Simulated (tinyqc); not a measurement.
Hexagonal on-chip spiral inductor, lumped pi model: two steps of the calculation.

Outer diameter do = di + 2 n wd + 2 (n - 1) sp, mean da = (do + di)/2, fill p = (do - di)/(do + di), length l = 3.464 n da. L = 2.33 mu0 n^2 da/(1 + 3.82 p), mu0 = 4 pi 1e-7 H/m. Rs = rho l/(wd delta (1 - exp(-th/delta))), delta = sqrt(rho/(pi f mu0)). Cs = n wd^2 eps0 eo/hu across the coil. At each end Cox = l wd eps0 eo/(2 ho) leads to the substrate branch Rsi = 2 rs he/(l wd) in parallel with Csi = l wd eps0 11.7/(2 he). With one end grounded Y = 1/(Rs + i w L) + i w Cs + 1/[1/(i w Cox) + 1/(1/Rsi + i w Csi)], w = 2 pi f; Q = -Im Y/Re Y. Eddy currents in neighbouring turns and in the substrate are left out.

Inputs (values chosen for the exercise); values of the order met in silicon radio-frequency processes: number of turns n = 5.5; line width wd = 15 um; space between turns sp = 2 um; inner diameter di = 40 um; metal thickness th = 4 um; metal resistivity rho = 2.2 uohm cm; oxide below the coil ho = 6 um; oxide between coil and underpass hu = 1.2 um; relative permittivity of the oxide eo = 3; substrate resistivity rs = 20 ohm cm; effective spreading depth in the substrate he = 30 um; frequency f = 1.2 GHz.

Constants: eps0 = 8.8541878128e-12 F/m. Results are converted to the units shown.

Problem 1. Geometry and model elements. do, l, L, delta, Rs, Cs, Cox, Rsi and Csi as defined.

Find: do; l; L; delta; Rs; Cs; Cox; Rsi; Csi.

Solution 1.

do = 223.0 um
l = 2505 um
L = 3.184 nH
delta = 2.155 um
Rs = 2.021 ohm
Cs = 27.39 fF
Cox = 83.19 fF
Rsi = 319.3 ohm
Csi = 64.88 fF

Problem 2. Admittance, quality factor and apparent inductance. Series branch 1/(Rs + i w L), substrate branch, total Y, Q = -Im Y/Re Y, apparent inductance Im(1/Y)/w, metal-only value w L/Rs, share of the loss in the substrate Re(substrate branch)/Re Y.

L = 3.1839813 nH
Rs = 2.0209377 ohm
Cs = 27.392644 fF
Cox = 83.185249 fF
Rsi = 319.31819 ohm
Csi = 64.884495 fF

Give: series branch; substrate branch; Y; Q; apparent inductance; w L/Rs; share of the loss in the substrate.

Solution 2.

series branch = 3.482-41.362i mS
substrate branch = 0.11145+0.58747i mS
Y = 3.593-40.568i mS
Q = 11.290
apparent inductance = 3.2439 nH
w L/Rs = 11.879
share of the loss in the substrate = 3.1015 %

Q is 95.0 % of the metal-only value.

tinyqc, about 0.01 s, one thread, Intel Xeon 2.30GHz (shared host): `OMP_NUM_THREADS=1 python tinyqc.py 2302198 2302199 out.jsonl`
